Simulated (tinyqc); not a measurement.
Away from the valley: two-band massive Dirac model of the K valleys.

Basis (conduction, valence): H = [[D/2, a t (tau kx - i ky)], [a t (tau kx + i ky), -D/2 + lam tau sz]], valley tau = +/-1, spin sz = +/-1. The gap of a spin and valley is G = D - lam tau sz. Berry curvature Omega = curl of i<u|grad u>; for the conduction band Omega_c = -tau 2 a^2 t^2 G/(G^2 + 4 a^2 t^2 k^2)^(3/2), and Omega_v = -Omega_c.

Values chosen for the exercise (near those used for monolayer WSe2; shifted at random, so the results belong to these values and not to a real crystal):

| symbol | value | unit | meaning |
|---|---|---|---|
| a | 3.308 | angstrom | lattice constant |
| D | 1.61 | eV | gap parameter |
| t | 1.22 | eV | effective hopping |
| lam | 0.219 | eV | half the valence spin splitting |

Flavour tau = +1, sz = +1. Parabolic transition energy G + 2 a^2 t^2 k^2/G; degree of circular polarisation eta = 2 cos(theta)/(1 + cos^2(theta)). The last column is the Berry flux of the conduction band inside |k|, over 2 pi: -(1 - cos(theta))/2, cos(theta) = G/(transition energy).

Along |k|:

| \|k\| (1/angstrom) | transition (eV) | parabolic (eV) | Omega_c (angstrom^2) | eta | flux/2 pi |
|---|---|---|---|---|---|
| 0.000 | 1.3910 | 1.3910 | -16.836 | 1.0000 | 0.0000 |
| 0.025 | 1.4056 | 1.4056 | -16.318 | 0.9999 | -0.0052 |
| 0.050 | 1.4484 | 1.4495 | -14.913 | 0.9992 | -0.0198 |
| 0.075 | 1.5170 | 1.5227 | -12.979 | 0.9963 | -0.0415 |
| 0.100 | 1.6082 | 1.6252 | -10.894 | 0.9896 | -0.0675 |
| 0.150 | 1.8441 | 1.9179 | -7.225 | 0.9615 | -0.1229 |
| 0.200 | 2.1309 | 2.3277 | -4.683 | 0.9155 | -0.1736 |
| 0.300 | 2.7925 | 3.4986 | -2.081 | 0.7982 | -0.2509 |

What does the comparison show?

The curvature halves at |k| = 0.132 1/angstrom, where 2 a t k = 0.766 G. At 0.3 the parabola is 706 meV too high, eta has fallen only to 0.798, and the flux has reached -0.251 of the -1/2 that a whole cone holds. The real bands leave this model beyond about 0.1 to 0.2 1/angstrom, where trigonal warping and other bands enter.

Computed by tinyqc, a small Python program: `OMP_NUM_THREADS=1 python tinyqc.py 1481455 1481456 out.jsonl` (the numbers bound the seed that draws the inputs); one thread of a shared host (Intel(R) Xeon(R) Processor @ 2.30GHz), about 0.01 s for the whole set of steps.
